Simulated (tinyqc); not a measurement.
Surface Green function of a two-leg ladder, Sancho-Rubio decimation: effect of the broadening.

A semi-infinite lead of cells 0, 1, 2, ... with H0 inside a cell and H1 = <cell i|H|cell i + 1>. One rung (site 1 on leg a, site 2 on leg b) is a cell; all hoppings enter with a minus sign. z = E + i eta.

Start with e_s = e = H0, a = H1, b = H1^dagger. Each round: g = (z - e)^(-1); e_s <- e_s + a g b; e <- e + a g b + b g a; a <- a g a; b <- b g b (all with the old a, b). Round k joins cells 2^k apart. Stop when the largest entry of the matrices a and b is below 1e-12 eV; g_s = (z - e_s)^(-1), bulk (z - e)^(-1), density of states -Im Tr/pi. The last column counts the steps of the plain recursion g <- (z - H0 - H1 g H1^dagger)^(-1), one cell a step from g = (z - H0)^(-1), until no entry changes by more than 1e-8 1/eV.

Parameters, values chosen for the exercise: energy E = -3.72 eV.

H0 (eV):

|  | 1 | 2 |
|---|---|---|
| 1 | 0 | -0.82 |
| 2 | -0.82 | -0.2 |

H1 (eV):

|  | 1 | 2 |
|---|---|---|
| 1 | -2.7 | -0.42 |
| 2 | 0 | -2.15 |

Results:

| eta (eV) | rounds | surface density of states (1/eV) | plain steps |
|---|---|---|---|
| 0.8 | 8 | 0.1225 | 50 |
| 0.1 | 11 | 0.1123 | 401 |
| 0.05 | 12 | 0.1081 | 803 |
| 0.03 | 13 | 0.1061 | 1339 |
| 0.01 | 14 | 0.1039 | 4020 |

Estimate the missing row, eta = 0.3 eV.

Computed row:

| eta (eV) | rounds | surface density of states (1/eV) | plain steps |
|---|---|---|---|
| 0.3 | 9 | 0.1203 | 133 |

With this row back in the table: The rounds go from 8 to 14 and the plain steps from 50 to 4020. Inside a band the plain recursion needs a number of steps that grows as 1/eta, the decimation only as log2(1/eta). The density of states tends to 0.1027 1/eV as eta goes to zero; the first row is 19 % above that and the last 1.1 % above it.

Computed by the program tinyqc: `OMP_NUM_THREADS=1 python tinyqc.py 2680015 2680016 out.jsonl`, one thread of a shared Intel Xeon 2.30GHz, about 0.06 s for the whole run.
